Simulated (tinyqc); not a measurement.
# Changing the hole prefactor a_p

Model: avalanche multiplication and breakdown of a junction from ionisation integrals. Computed by tinyqc, a small Python program. Command: `OMP_NUM_THREADS=1 python tinyqc.py 3024998 3024999 out.jsonl impact sweep`. One thread of a shared host (Intel(R) Xeon(R) Processor @ 2.30GHz), about 0.03 s of CPU time with the checks.

Ionisation coefficients follow the local field. Position x runs through the depletion layer from the p side (x = 0), where electrons enter, to the n side (x = w), where holes enter. The built-in voltage is neglected.

Inputs (values chosen for the exercise, modelled on GaN):

| quantity | value | unit |
|---|---|---|
| electron prefactor a_n | 4.46e+08 | 1/cm |
| electron field b_n | 3.46e+07 | V/cm |
| hole field b_p | 1.47e+07 | V/cm |
| exponent c | 1 | - |
| permittivity eps | 9.7 | - |
| doping N of the lightly doped side | 8.9e+16 | 1/cm^3 |
| bias as a fraction of the breakdown voltage | 0.72 | - |

Junction: one-sided abrupt p+n.

Constants: e = 1.602176634e-19 C; eps_0 = 8.8541878128e-12 F/m.

Method:
- alpha_n = a_n exp(-(b_n/F)^c), alpha_p = a_p exp(-(b_p/F)^c).
- Field F = F_m (1 - s), w = eps eps_0 F_m/(e N), V = F_m w/2, with s = x/w (the peak lies at the p+ side).
- With Phi(x) = int_0^x (alpha_n - alpha_p) dx': 1 - 1/M_n = I_n = int_0^w alpha_n exp(-Phi) dx and M_p = M_n exp(-Phi(w)); trapezoid rule on 401 even points; breakdown at I_n = 1.
- Solve I_n(F_m) = 1.
- Bias V = fraction times the breakdown voltage.
- M_n = 1/(1 - I_n), M_p = M_n exp(-Phi(w)); McIntyre excess noise for the carrier with the larger M, F_x = k M + (1 - k)(2 - 1/M), with k = (smaller M - 1)/(larger M - 1).

One run for each value:

| hole prefactor a_p (1/cm) | breakdown voltage (V) | effective k | excess noise factor | M_n |
|---|---|---|---|---|
| 5.50e+05 | 489.98 | 8.1146e-01 | 1.3890 | 1.4117 |
| 1.50e+06 | 440.55 | 3.0519e-01 | 1.5058 | 1.2170 |
| 4.00e+06 | 385.15 | 6.8088e-02 | 1.6512 | 1.0990 |
| 1.10e+07 | 324.86 | 1.2361e-02 | 1.7686 | 1.0356 |
| 7.60e+07 | 221.97 | 3.2555e-04 | 1.8897 | 1.0026 |

Give the missing row, hole prefactor a_p (1/cm) = 2.80e+07.

Computed row:
```
hole prefactor a_p (1/cm)  breakdown voltage (V)  effective k  excess noise factor     M_n
2.80e+07                                  271.70   2.2425e-03               1.8416  1.0111
```

Interpolating between the two neighbouring rows (the first column on a logarithmic scale, the others too where they are positive) misses most in effective k, by 5.0 %. Over the rows, breakdown voltage (V) falls from 490 to 222 (exponent d ln y / d ln x -0.11 between the first rows and -0.20 between the last); effective k falls from 0.811 to 3.26e-4 (exponent d ln y / d ln x -0.97 between the first rows and -1.9 between the last); excess noise factor rises from 1.39 to 1.89 (exponent d ln y / d ln x 0.080 between the first rows and 0.026 between the last). Breakdown needs feedback from both carriers; weakening one raises V_B much less than in proportion but changes the noise. Left out: 76000, 200000 (the run failed its checks).
